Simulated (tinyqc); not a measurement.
# Changing the pulse time t

Model: atomic layer deposition: Langmuir saturation, growth per cycle and coating of deep features. Computed by tinyqc, a small Python program. Command: `OMP_NUM_THREADS=1 python tinyqc.py 3020313 3020314 out.jsonl ald sweep`. One thread of a shared host (Intel(R) Xeon(R) Processor @ 2.30GHz), about 0.05 s of CPU time with the checks.

Precursor A sticks only on free sites, so a long enough pulse saturates; co-reactant B then frees the sites again.

Inputs (values chosen for the exercise, modelled on titanium nitride from the chloride and ammonia):
```
quantity                                   value      unit
precursor mass M                             190         u
site density q                                 2    1/nm^2
growth per cycle at saturation G            0.38  angstrom
sticking probability beta on free sites  0.00065         -
precursor pressure p                        0.55        Pa
temperature T                                250         C
co-reactant completion per pulse c_B       0.999         -
desorption energy E_d                       1.71        eV
purge time t_p                               1.8         s
aspect ratio a                                76         -
```

Feature: round hole.

Constants: u = 1.6605390666e-27 kg; k_B = 1.380649e-23 J/K; k_B = 8.617333262e-05 eV/K.

Method:
- Wall flux F = p/sqrt(2 pi M k_B T); rate of filling k_a = beta F/q; desorption k_d = 1e13 exp(-E_d/(k_B T)) per second. 1/m^2 = 1e-18/nm^2.
- Temperatures in kelvin are T(C) + 273.15.
- One cycle from coverage th0: pulse A gives th1 = th_s + (th0 - th_s) exp(-(k_a + k_d) t), th_s = k_a/(k_a + k_d); the purge leaves th2 = th1 exp(-k_d t_p); pulse B converts c_B th2 into film and leaves th3 = (1 - c_B) th2. Growth = G c_B th2.
- The periodic state has th0 = th3: th0 = (1 - c_B) e_p th_s (1 - e_a)/(1 - (1 - c_B) e_p e_a), with e_a = exp(-(k_a + k_d) t), e_p = exp(-k_d t_p).
- Share of impinging molecules used = q (th1 - th0)/(F t).
- Diffusion-limited filling (Gordon) of a round hole of diameter w: a saturation front at depth z needs dz/dt = D_K n/(z (4q/w)), with Knudsen D_K = w c/3 and F = n c/4; including the entrance and floor terms, t = (q/F)(1 + 19a/4 + 3a^2/2). Reaction-limited filling needs ln(100)/k_a at any depth, k_a = beta F/q. Flow is molecular. The front picture holds when the modulus a sqrt(beta) is well above 1.
- Depth reached by the given pulse: solve the same formula for a. Exposure = p x diffusion-limited time; 1 langmuir = 1.33322e-4 Pa s.

One run for each value; columns: (1) pulse time t (s); (2) growth per cycle (angstrom); (3) share of impinging molecules used; (4) aspect ratio reached by the front in time t:
```
(1)       (2)        (3)    (4)
0.023  0.0128  6.389e-04    4.5
0.058  0.0315  6.226e-04    7.9
0.14   0.0717  5.864e-04   13.1
0.36   0.1579  5.025e-04   21.9
0.89   0.2790  3.592e-04   35.4
2.2    0.3651  1.902e-04   56.5
5.5    0.3792  7.900e-05   90.2
14     0.3793  3.104e-05  144.9
34     0.3793  1.278e-05  226.7
84     0.3793  5.174e-06  357.2
```

Describe and explain the trends.

Over the rows, growth per cycle (angstrom) rises from 0.0128 to 0.379, flat over part of the range; share of impinging molecules used falls from 6.39e-4 to 5.17e-6 (exponent d ln y / d ln x -0.028 between the first rows and -1.00 between the last); aspect ratio reached by the front in time t rises from 4.51 to 357 (exponent d ln y / d ln x 0.61 between the first rows and 0.50 between the last). At the high end the exponent of growth per cycle is 0.00, close to 0: self-limiting growth. At the low end the exponent of growth per cycle is 0.97, close to 1: far from saturation. At the high end the exponent of share of impinging molecules used is -1.00, close to -1: after saturation more gas is wasted. At the low end the exponent of share of impinging molecules used is -0.03, close to 0: every molecule still finds free sites. At the high end the exponent of aspect ratio reached by the front in time t is 0.50, close to 0.50: the front moves as sqrt(t). Growth saturates once k_a t passes a few units, since A sticks only on free sites; longer pulses then serve only depth.

Caution (rows 0.0230, 0.0580, 0.140, 0.360, 0.890, 2.20): the pulse is shorter than ln(100)/k_a, so even the open surface is not saturated and the depth reached has no meaning. Caution (rows 0.0230, 0.0580, 0.140, 0.360, 0.890, 2.20): the depth reached is formal here: it is under 2/sqrt(beta), so no sharp front has formed.
